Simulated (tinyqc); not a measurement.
# Coupling and phonon occupation from the scattering functions

Problem. A level coupled to a phonon of energy w0 has, in the self-consistent Born approximation, Sin(E) = M^2 [(Nq + 1) Gn(E + w0) + Nq Gn(E - w0)], Sout(E) = M^2 [(Nq + 1) Gp(E - w0) + Nq Gp(E + w0)]. Find M, Nq and, from Nq = 1/(exp(w0/kB T) - 1), the phonon temperature.

Parameters, values chosen for the exercise: phonon energy w0 = 50 meV.

Constants: q = 1.602176634e-19 C, kB = 1.380649e-23 J/K. Results are converted to the units shown.

Gn at E - w0 and E + w0 (1/meV): [0.059954550, 0.0016363416]
Gp at E - w0 and E + w0 (1/meV): [0.012194889, 0.0038717718]
Sin and Sout at E (meV): [0.46297964, 0.57313646]

Solution. Both equations are linear in M^2 and M^2 Nq.

M = 6.20 meV
Nq = 0.169
T = 300 K

tinyqc, about 0.1 s, one thread, Intel Xeon 2.30GHz (shared host): `OMP_NUM_THREADS=1 python tinyqc.py 2720114 2720115 out.jsonl`
